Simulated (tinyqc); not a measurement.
# Surface Green function of a dimerised chain, Sancho-Rubio decimation, step by step

Computed by the program tinyqc: `OMP_NUM_THREADS=1 python tinyqc.py 2680047 2680048 out.jsonl`, one thread of a shared Intel Xeon 2.30GHz, about 0.01 s for the whole run. Printed values are rounded.

A semi-infinite lead of cells 0, 1, 2, ... with H0 inside a cell and H1 = <cell i|H|cell i + 1>. Cell A, B with A at the surface; -t1 joins A and B, -t2 joins B to the next A. z = E + i eta.

Values chosen for this exercise: hopping inside the cell t1 = 1.4 eV; hopping between cells t2 = 1 eV; site energy, +dl on A and -dl on B dl = 0 eV; energy E = 0.01 eV; broadening eta = 0.001 eV.

## The blocks

Read off from the list of hoppings.

H0 (eV):
```
      A     B
A     0  -1.4
B  -1.4     0
```

H1 (eV):
```
    A  B
A   0  0
B  -1  0
```

## Round 1: decimation

Start with e_s = e = H0, a = H1, b = H1^dagger. Each round: g = (z - e)^(-1); e_s <- e_s + a g b; e <- e + a g b + b g a; a <- a g a; b <- b g b (all with the old a, b). Round k joins cells 2^k apart.

g (1/eV):
```
                     A                    B
A  -0.005102-0.000510i   0.714322+0.000007i
B   0.714322+0.000007i  -0.005102-0.000510i
```

e_s after round 1 (eV):
```
                   A                  B
A   0.00000+0.00000i  -1.40000+0.00000i
B  -1.40000+0.00000i  -0.00510-0.00051i
```

e after round 1 (eV):
```
                   A                  B
A  -0.00510-0.00051i  -1.40000+0.00000i
B  -1.40000+0.00000i  -0.00510-0.00051i
```

a after round 1 (eV):
```
                    A                   B
A  0.000000+0.000000i  0.000000+0.000000i
B  0.714322+0.000007i  0.000000+0.000000i
```

b after round 1 (eV):
```
                    A                   B
A  0.000000+0.000000i  0.714322+0.000007i
B  0.000000+0.000000i  0.000000+0.000000i
```

## Round 2: decimation

As before.

g (1/eV):
```
                     A                    B
A  -0.007706-0.000771i   0.714368+0.000017i
B   0.714368+0.000017i  -0.007706-0.000771i
```

e_s after round 2 (eV):
```
                   A                  B
A   0.00000+0.00000i  -1.40000+0.00000i
B  -1.40000+0.00000i  -0.00903-0.00090i
```

e after round 2 (eV):
```
                   A                  B
A  -0.00903-0.00090i  -1.40000+0.00000i
B  -1.40000+0.00000i  -0.00903-0.00090i
```

a after round 2 (eV):
```
                    A                   B
A  0.000000+0.000000i  0.000000+0.000000i
B  0.364510+0.000016i  0.000000+0.000000i
```

b after round 2 (eV):
```
                    A                   B
A  0.000000+0.000000i  0.364510+0.000016i
B  0.000000+0.000000i  0.000000+0.000000i
```

## Round 3: decimation

As before.

g (1/eV):
```
                     A                    B
A  -0.009713-0.000972i   0.714416+0.000026i
B   0.714416+0.000026i  -0.009713-0.000972i
```

e_s after round 3 (eV):
```
                   A                  B
A   0.00000+0.00000i  -1.40000+0.00000i
B  -1.40000+0.00000i  -0.01032-0.00103i
```

e after round 3 (eV):
```
                   A                  B
A  -0.01032-0.00103i  -1.40000+0.00000i
B  -1.40000+0.00000i  -0.01032-0.00103i
```

a after round 3 (eV):
```
                      A                     B
A  0.0000000+0.0000000i  0.0000000+0.0000000i
B  0.0949229+0.0000118i  0.0000000+0.0000000i
```

b after round 3 (eV):
```
                      A                     B
A  0.0000000+0.0000000i  0.0949229+0.0000118i
B  0.0000000+0.0000000i  0.0000000+0.0000000i
```

## Course of the decimation

Stop when the largest entry of a and b is below 1e-12 eV, or after 60 rounds. The last column is -Im Tr (z - e_s)^(-1)/pi. At the end g_s = (z - e_s)^(-1), and the bulk Green function is (z - e)^(-1).

Course of the iteration:
```
round  largest |a|, |b| (eV)  surface density of states (1/eV)
1                      0.714                        4.07771e-4
2                      0.365                        4.71703e-4
3                     0.0949                        4.92707e-4
4                    6.44e-3                        4.94230e-4
5                    2.96e-5                        4.94237e-4
6                   6.26e-10                        4.94237e-4
7                    < 1e-13                        4.94237e-4
```

Converged in 7 rounds, which stand for 2^7 cells. E lies outside the bands, where the waves decay by themselves, so few rounds suffice whatever eta is.

## Self-energy, Dyson check and densities of states

converged surface Green function g_s (1/eV):
```
                     A                    B
A  -0.010419-0.001042i   0.714359+0.000015i
B   0.714359+0.000015i  -0.005103-0.000510i
```

converged bulk Green function (1/eV):
```
                     A                    B
A  -0.010420-0.001043i   0.714436+0.000030i
B   0.714436+0.000030i  -0.010420-0.001043i
```

Sigma = H1 g_s H1^dagger is what the lead adds to one more cell, and (z - H0 - Sigma)^(-1) must give g_s back. Densities of states: -Im of the diagonals over pi.

Sigma (eV):
```
                      A                      B
A  0.0000000+0.0000000i   0.0000000+0.0000000i
B  0.0000000+0.0000000i  -0.0104188-0.0010423i
```

(z - H0 - Sigma)^(-1) (1/eV):
```
                     A                    B
A  -0.010419-0.001042i   0.714359+0.000015i
B   0.714359+0.000015i  -0.005103-0.000510i
```

```
orbital  surface density of states (1e-4 1/eV)  bulk density of states (1e-4 1/eV)
A                                      3.31784                             3.31891
B                                      1.62454                             3.31891
```

The surface cell holds 4.94e-4 states per eV against 6.64e-4 for a bulk cell.
